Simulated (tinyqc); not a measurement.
From results back to parameters: effective mass of the split-off band from tabulated energies. Four cases, with inputs chosen for the exercise.

Problem. A band follows E (1 + alpha E) = c k^2/m, c = hbar^2/2m0. Its energies at two wave vectors are given.

Constants: hbar^2/2m0 = 3.80998211 eV angstrom^2.
Find: y = c k^2/E; m; alpha.

Method. y = m + m alpha E is a straight line through the two points. A negative alpha means that the band steepens away from the edge, repelled by the bands nearer the gap.

Case 1.

Values chosen (out of a larger set: band of an eight-band Kane model near Ge; not measured data): k12 = (0.0165, 0.044) 1/angstrom (two wave vectors).

energies (meV): 11.59403  90.43036

Solution.

y = c k^2/E (m0): 0.08947  0.08157
m = 0.0906 m0
alpha = -1.11 1/eV

Case 2.

Values chosen (out of a larger set: band of an eight-band Kane model near InAs; not measured data): k12 = (0.0177, 0.0472) 1/angstrom (two wave vectors).

energies (meV): 14.26454  117.66771

Solution.

y = c k^2/E (m0): 0.08368  0.07214
m = 0.0853 m0
alpha = -1.31 1/eV

Case 3.

Values chosen (out of a larger set: band of an eight-band Kane model near CdTe; not measured data): k12 = (0.045, 0.12) 1/angstrom (two wave vectors).

energies (meV): 30.41875  235.93836

Solution.

y = c k^2/E (m0): 0.25363  0.23253
m = 0.2568 m0
alpha = -0.40 1/eV

Case 4.

Values chosen (out of a larger set: band of an eight-band Kane model near InSb; not measured data): k12 = (0.0147, 0.0392) 1/angstrom (two wave vectors).

energies (meV): 8.43942  62.38302

Solution.

y = c k^2/E (m0): 0.09755  0.09385
m = 0.0981 m0
alpha = -0.70 1/eV

Computed by tinyqc, one run a case: `OMP_NUM_THREADS=1 python tinyqc.py N N+1 out.jsonl` with N = 1881027, 1881063, 1881213, 1881252; one thread of a shared Intel(R) Xeon(R) Processor @ 2.30GHz, about 0.01 s a run at most.
